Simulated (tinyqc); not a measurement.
# Hot electrons in a saturated n-channel MOSFET, lucky-electron model: several studies

Beyond pinch-off the lateral field grows as Esat cosh(y/l) over the velocity-saturated region (pseudo-two-dimensional model). Impact ionisation in this region gives the substrate current, which biases the body forward through Rsub. Currents are per width. Local-field laws: they overstate ionisation when the field peak is narrower than an energy relaxation length.

Parameters, values chosen for the exercise; values close to those of silicon n-channel devices:
```
symbol  value        unit                                   meaning
L         1.2          um                            channel length
tox        26          nm                           oxide thickness
xj        420          nm                            junction depth
VT       0.54           V                                 threshold
mu        350  cm^2/(V s)                        effective mobility
vs      8.3e6        cm/s                       saturation velocity
Ai        2e6        1/cm                      ionisation prefactor
Bi        1.7       MV/cm                          ionisation field
Rd          0      ohm um     resistance of the lightly doped drain
Rsub    30000      ohm um                      substrate resistance
kb       0.32              fall of VT per volt of forward body bias
m           3                                     lifetime exponent
Hl       4400     s uA/um                         lifetime constant
Vd        5.2           V                             drain voltage
Vg        2.2           V                              gate voltage
```

Constants: eps0 = 8.8541878128e-14 F/cm where lengths are in cm. Results are converted to the units shown.

Each table varies one quantity; the others keep the values above.

## Effect of the channel length

Cox = 3.9 eps0/tox, l = sqrt(3 tox xj), Esat = 2 vs/mu. Overdrive g = Vg - VT + kb Vb; Vdsat = g Esat L/(g + Esat L); Id = Cox vs (g - Vdsat); dV = Vd - Id Rd - Vdsat; Em = sqrt((dV/l)^2 + Esat^2); Isub = Id (Ai/Bi) l Em exp(-Bi/Em). Vb = Rsub Isub is solved self-consistently. Lifetime tau = (Hl/Id)(Isub/Id)^(-m); 1 year = 3.15576e7 s.

Result of one run:
```
L (um)  Id (uA/um)  Em (MV/cm)  Isub (uA/um)   Isub/Id  tau (years)
1.7          31.26      0.2165       0.05600  0.001791        775.8
```

What becomes of these results when the channel length L is changed from 1.7 to 0.6 um, all else the same?

Result of the changed run:
```
L (um)  Id (uA/um)  Em (MV/cm)  Isub (uA/um)   Isub/Id  tau (years)
0.6          67.57      0.2342        0.2370  0.003508        47.81
```

The whole series:
```
L (um)  Id (uA/um)  Em (MV/cm)  Isub (uA/um)   Isub/Id  tau (years)
0.6          67.57      0.2342        0.2370  0.003508        47.81
0.85         53.45      0.2273        0.1461  0.002733        127.8
1.2          41.36      0.2214       0.09023  0.002182        324.6
1.7          31.26      0.2165       0.05600  0.001791        775.8
2.4          23.30      0.2126       0.03551  0.001524         1690
3.4          17.08      0.2096       0.02287  0.001339         3402
4.8          12.44      0.2073       0.01507  0.001212         6297
```

As L goes from 0.6 to 4.8 um, Em falls from 0.234 to 0.207 MV/cm, Isub falls from 0.237 to 0.0151 uA/um and tau rises from 47.8 to 6300 years. From the first row to the last, log10(tau) changes by 2.1: 1.4 from (Isub/Id)^(-m), which holds Em and l, and 0.73 from 1/Id. At L = 0.6 um the saturated region takes over 60 % of L, so using the full L in Vdsat is rough. For L = 2.4 to 4.8 um tau is a far extrapolation that only says that hot carriers are no limit.

## Effect of the oxide thickness

Same model as above.

Effect of the oxide thickness:
```
tox (nm)  Id (uA/um)  Em (MV/cm)  Isub (uA/um)   Isub/Id  tau (years)
14             77.69      0.2980         1.206   0.01552       0.4802
18             59.96      0.2641        0.4489  0.007487        5.540
22             48.93      0.2398        0.1917  0.003918        47.37
27             39.82      0.2175       0.07566  0.001900        510.5
34             31.61      0.1950       0.02455  7.766e-4         9418
42             25.58      0.1767      0.008096  3.165e-4      1.719e5
52             20.66      0.1601      0.002441  1.182e-4      4.090e6
```

As tox goes from 14 to 52 nm, Em falls from 0.298 to 0.160 MV/cm, Isub falls from 1.21 to 0.00244 uA/um and tau rises from 0.480 to 4.09e6 years. From the first row to the last, log10(tau) changes by 6.9: 6.4 from (Isub/Id)^(-m), which holds Em and l, and 0.58 from 1/Id. For tox = 34 to 52 nm tau is a far extrapolation that only says that hot carriers are no limit.

## Effect of the resistance of the lightly doped drain

Same model as above.

Effect of the resistance of the lightly doped drain:
```
Rd (ohm um)  Id (uA/um)  Em (MV/cm)  Isub (uA/um)   Isub/Id  tau (years)
0                 41.36      0.2214       0.09023  0.002182        324.6
150               41.36      0.2211       0.08906  0.002153        337.7
300               41.36      0.2207       0.08789  0.002125        351.3
500               41.36      0.2203       0.08635  0.002088        370.3
800               41.36      0.2196       0.08409  0.002033        401.0
1200              41.35      0.2187       0.08115  0.001962        446.2
1600              41.35      0.2178       0.07829  0.001893        497.0
```

As Rd goes from 0 to 1600 ohm um, Em falls from 0.221 to 0.218 MV/cm, Isub falls from 0.0902 to 0.0783 uA/um and tau rises from 325 to 497 years. From the first row to the last, log10(tau) changes by 0.18: 0.18 from (Isub/Id)^(-m), which holds Em and l, and under 0.005 from 1/Id. The price is 0.0662 V dropped over Rd in the last row.

Computed by the program tinyqc: `OMP_NUM_THREADS=1 python tinyqc.py 2550075 2550076 out.jsonl`, one thread of a shared Intel Xeon 2.30GHz, about 0.01 s for the whole run.
